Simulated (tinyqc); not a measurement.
Planar ballistic transistor, top-of-the-barrier model: two steps of the calculation.

At the top of the source barrier, states moving towards the drain are filled by the source (Fermi level 0) and states moving back by the drain (Fermi level -q Vd); nothing scatters. U is the shift of the band edge there, set by the capacitances CG, CD and CS (the total) and by the charge. Parabolic two-dimensional band; the source is grounded.

Values chosen for this exercise; mass and valleys close to those of silicon (two valleys): temperature T = 300 K; effective mass m = 0.19 m0; valley degeneracy gv = 2; relative permittivity of the gate insulator eox = 22; insulator thickness tox = 1.1 nm; gate control CG/CS aG = 0.86; drain control CD/CS aD = 0.049; band edge at the barrier top above the source Fermi level at zero bias E0 = 0.38 eV; gate voltage Vg = 0.5 V; drain voltage Vd = 0.2 V.

Constants: q = 1.602176634e-19 C, kB = 1.380649e-23 J/K, hbar = 1.054571817e-34 J s, m0 = 9.1093837015e-31 kg, Vt = kB T/q, eps0 = 8.8541878128e-14 F/cm where lengths are in cm. Results are converted to the units shown.

Problem 1. Density of states, capacitances and charge at zero bias. N0 = gv m kB T/(pi hbar^2), CG = eps0 eox/tox, vT = sqrt(2 kB T/(pi m)), CS = CG/aG, n0 = n at U = 0 and Vd = 0. eta1 = -(E0 + U)/Vt, eta2 = eta1 - Vd/Vt, n = (N0/2)[F_0(eta1) + F_0(eta2)], F_0(x) = ln(1 + exp x). UL = -(aG Vg + aD Vd).

Give: N0; CG; CS; n0; UL.

Solution 1.

N0 = 4.1037e12 cm^-2
CG = 17.708 uF/cm^2
CS = 20.591 uF/cm^2
n0 = 1.6961e6 cm^-2
UL = -0.43980 eV

Problem 2. Self-consistent potential at the barrier top. U(out) = UL + q (n - n0)/CS. U(new) = U(out).

U after iteration 1 = -0.40129311 eV
N0 = 4.1036937e12 cm^-2
CS = 20.591134 uF/cm^2
n0 = 1.6961170e6 cm^-2
UL = -0.4398 eV

Wanted: eta1; eta2; n; U(out); U after iteration 2.

Solution 2.

eta1 = 0.8237
eta2 = -6.913
n = 2.439e12 cm^-2
U(out) = -0.4208 eV
U after iteration 2 = -0.4208 eV

Computed by the program tinyqc: `OMP_NUM_THREADS=1 python tinyqc.py 2400173 2400174 out.jsonl`, one thread of a shared Intel Xeon 2.30GHz, about 0.01 s for the whole run.
